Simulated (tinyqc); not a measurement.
Raman shift of the zone-centre optical phonon of a diamond-structure crystal under stress: one step, computed by the program tinyqc.

Axes x, y, z are the cube axes. Strain shifts the threefold optical mode and can split it; p, q and r are the phonon deformation potentials.

Question. Heating mistaken for stress. A temperature above 300 K shifts the line by (d omega/dT)(T - 300 K); divided by the shift per stress it poses as a stress; the total shift adds it to the shift of the observed line. The anti-Stokes to Stokes ratio is [(omega_L + omega_0)/(omega_L - omega_0)]^3 exp(-h c omega_0/(k_B T)) in photon counts, omega_L = 1/wavelength, resonance effects left out.

Inputs (values chosen for the exercise, modelled on silicon):
```
quantity                            value      unit
unstrained frequency omega_0        521.4      1/cm
temperature coefficient d omega/dT  -0.02  1/(cm K)
local temperature T                   310         K
laser wavelength                    632.8        nm
```

Stress state: hydrostatic. Axis: none.

shift per stress = -5.865217 1/(cm GPa)

shift of the observed line = 7.038260 1/cm

Constants: h = 6.62607015e-34 J s; c = 299792458 m/s; k_B = 1.380649e-23 J/K.

Give: thermal shift; apparent stress from heating; total shift; anti-Stokes/Stokes ratio.

Answer.

thermal shift = -0.2 1/cm

apparent stress from heating = 0.034099 GPa

total shift = 6.8383 1/cm

anti-Stokes/Stokes ratio = 0.10840

Caution: this stress has components normal to the (001) face, so it cannot reach a free (001) surface; it can act on buried material.
